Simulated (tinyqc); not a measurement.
## MOSFET in the linear regime without short-channel effects, parameter extraction from computed curves: extraction methods against the temperature

Inversion charge Q = Cox n Vt W0(exp((Vg - VT)/(n Vt))), W0 the Lambert function and n = nf; u = Q/Cox; mobility mu = mu0/(1 + th1 u + th2 u^2); channel resistance Rch = (L - dL)/(W mu Q); Id = Vd/(Rch + Rsd/W). Cox = eps0 eox/tox. Small Vd, no channel-length or drain effects.

From the continuous curve Id(Vg): tangent at peak gm (V_ext = Vg - Id/gm); constant current Id = 0.1 uA W/L; peak of d2Id/dVg2; Y = Id/sqrt(gm) drawn through Vg = VT + 0.6 and VT + 0.8 V, with intercept VT_Y and slope s. Mobilities gm,max L/(W Cox Vd) and s^2 L/(W Cox Vd) with the drawn L. Last column: share of Rsd/W in the total resistance at VT + 0.8 V.

Inputs (values chosen for the exercise); channel values of the order met in silicon transistors: relative permittivity of the gate insulator (close to aluminium oxide) eox = 8.98; insulator thickness tox = 3.5 nm; low-field mobility mu0 = 270 cm^2/(V s); first mobility attenuation factor th1 = 0.14 1/V; second mobility attenuation factor th2 = 0 1/V^2; threshold voltage VT = 0.4 V; body factor nf = 1.21; gate width W = 10 um; drawn gate length L = 0.39 um; drawn less effective length dL = 0.011 um; source plus drain resistance Rsd = 590 ohm um; drain voltage Vd = 0.02 V.

Constants: q = 1.602176634e-19 C, kB = 1.380649e-23 J/K, Vt = kB T/q, eps0 = 8.8541878128e-14 F/cm where lengths are in cm. Results are converted to the units shown.

Extraction methods against the temperature:

| T (K) | V_ext (V) | constant current (V) | second derivative (V) | VT_Y (V) | mobility from gm (cm^2/(V s)) | mobility from Y (cm^2/(V s)) | series share (%) |
|---|---|---|---|---|---|---|---|
| 77 | 0.404 | 0.408 | 0.398 | 0.423 | 216 | 271 | 39.7 |
| 110 | 0.403 | 0.404 | 0.397 | 0.429 | 206 | 268 | 39.4 |
| 150 | 0.402 | 0.397 | 0.396 | 0.434 | 196 | 265 | 39.0 |
| 220 | 0.397 | 0.384 | 0.392 | 0.441 | 184 | 258 | 38.5 |
| 300 | 0.391 | 0.365 | 0.388 | 0.445 | 172 | 251 | 37.9 |
| 370 | 0.384 | 0.347 | 0.384 | 0.446 | 164 | 245 | 37.5 |
| 450 | 0.376 | 0.325 | 0.378 | 0.446 | 156 | 238 | 37.1 |

What does the table show?

The model has VT = 0.4 V and mu0 = 270 cm^2/(V s). Over the table the extracted thresholds move by 28 mV (tangent), 83 mV (constant current), 20 mV (second derivative), 23 mV (Y function). The mobility from gm falls from 216 to 156 and that from Y falls from 271 to 238 cm^2/(V s).

Computed by the program tinyqc: `OMP_NUM_THREADS=1 python tinyqc.py 2210127 2210128 out.jsonl`, one thread of a shared Intel Xeon 2.30GHz, about 0.01 s for the whole run.
